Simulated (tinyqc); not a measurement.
Through the band inversion: Shockley state of an s-p chain by decimation.

Each site has s at -d/2 and p at +d/2: H0 = diag(-d/2, d/2). The block to the next site on the right is H1 = [[-ts, u], [-u, tp]] (rows s, p of site n; columns s, p of site n + 1). Bulk: H(k) = [[-d/2 - 2 ts cos k, 2i u sin k], [-2i u sin k, d/2 + 2 tp cos k]]. The bands are inverted at k = pi if d < 2 (ts + tp).

Values chosen for the exercise:

| symbol | value | unit | meaning |
|---|---|---|---|
| ts | 1.23 | eV | s-s hopping |
| tp | 1.5 | eV | p-p hopping |
| u | 0.41 | eV | s-p hopping |

d = f 2 (ts + tp). Gap edges from 201 k points; levels in the gap from an open chain of 60 sites (their mean, and the weight on the two end sites summed over them, divided by their number); a dash: none.

Against d:

| f | d (eV) | top of lower band (eV) | bottom of upper band (eV) | levels in the gap | mean level (eV) | end weight |
|---|---|---|---|---|---|---|
| 0.10 | 0.546 | -0.8408 | 0.7814 | 2 | -0.0270 | 0.705 |
| 0.30 | 1.638 | -0.8633 | 0.6854 | 2 | -0.0810 | 0.648 |
| 0.50 | 2.730 | -0.8429 | 0.5462 | 2 | -0.1350 | 0.534 |
| 0.70 | 3.822 | -0.7618 | 0.3463 | 2 | -0.1890 | 0.363 |
| 0.85 | 4.641 | -0.6223 | 0.1178 | 2 | -0.2295 | 0.198 |
| 1.15 | 6.279 | -0.6795 | 0.1395 | 0 | - | - |
| 1.30 | 7.098 | -1.0890 | 0.5490 | 0 | - | - |
| 1.60 | 8.736 | -1.9080 | 1.3680 | 0 | - | - |

What can be read from this table?

Levels in the gap appear for f = 0.1, 0.3, 0.5, 0.7 and 0.85 and for none of the other rows; the gap closes at f = 1. The level lies at -0.0270 eV for f = 0.1 and -0.2295 eV for f = 0.85, on the line E = d (ts - tp)/(2 (ts + tp)), and its end weight goes from 0.71 to 0.20: no shift of the surface potential is needed, the inversion alone binds it.

(tinyqc, `OMP_NUM_THREADS=1 python tinyqc.py 1482639 1482640 out.jsonl`, Intel(R) Xeon(R) Processor @ 2.30GHz, 1 thread, shared host, about 0.2 s.)
